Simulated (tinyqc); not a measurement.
Closable height against the size of the gap: wafer bonding and layer transfer: bond energy, gap closing, particles, bonding of dissimilar wafers and hydrogen blisters. Computed by tinyqc, a small Python program. Command: `OMP_NUM_THREADS=1 python tinyqc.py 3012352 3012353 out.jsonl bond walk`. One thread of a shared host (Intel(R) Xeon(R) Processor @ 2.30GHz), about 0.01 s of CPU time with the checks.

gamma is the energy per area of each of the two surfaces; plates are isotropic.

Inputs (values chosen for the exercise, for model wafers):

| quantity | value | unit |
|---|---|---|
| Young's modulus E1 | 164 | GPa |
| Young's modulus E2 | 72.2 | GPa |
| Poisson ratio nu | 0.23 | - |
| thickness t1 | 300 | micrometre |
| thickness t2 | 200 | micrometre |
| blade thickness t_b | 150 | micrometre |
| crack length L | 14.3 | mm |

Pair: two different wafers.

Method. Two cantilevers opened by t_b: gamma = 3 t_b^2 E1 t1^3 E2 t2^3/(16 L^4 (E1 t1^3 + E2 t2^3)). E' = E1/(1 - nu^2), equal wafers of thickness t1 assumed. A gap of radius R closes if h_g < h_c: h_c = R^2/sqrt((2/3) E' t1^3/gamma) for R > 2 t1 (plate bending), h_c = 3.6 sqrt(R gamma/E') for R < 2 t1 (local deformation).

bond energy gamma = 0.0515488 J/m^2

Gap closing:

| R (mm) | regime | h_c (nm) | slope h_c/R |
|---|---|---|---|
| 1.00e-04 | local | 6.2114e-01 | 0.0062114 |
| 1.00e-03 | local | 1.9642e+00 | 0.0019642 |
| 1.00e-02 | local | 6.2114e+00 | 0.0006211 |
| 1.00e-01 | local | 1.9642e+01 | 0.0001964 |
| 5.00e-01 | local | 4.3921e+01 | 0.0000878 |
| 2.00e+00 | plate | 5.1441e+02 | 0.0002572 |
| 5.00e+00 | plate | 3.2151e+03 | 0.0006430 |
| 2.00e+01 | plate | 5.1441e+04 | 0.0025720 |
| 5.00e+01 | plate | 3.2151e+05 | 0.0064301 |

What follows from these numbers?

Roughness of 100 nm scale may be 0.62 nm in half height, waviness of radius 5 cm as much as 320 micrometre: h_c goes as R^(1/2) when the wafer deforms locally and as R^2 when it bends. The allowed slope is least near R = 2 t1, so defects about 4 t1 wide are the hardest to close; bow matters little.

Extremes, crossings and ranges named in words are read from the listed rows.
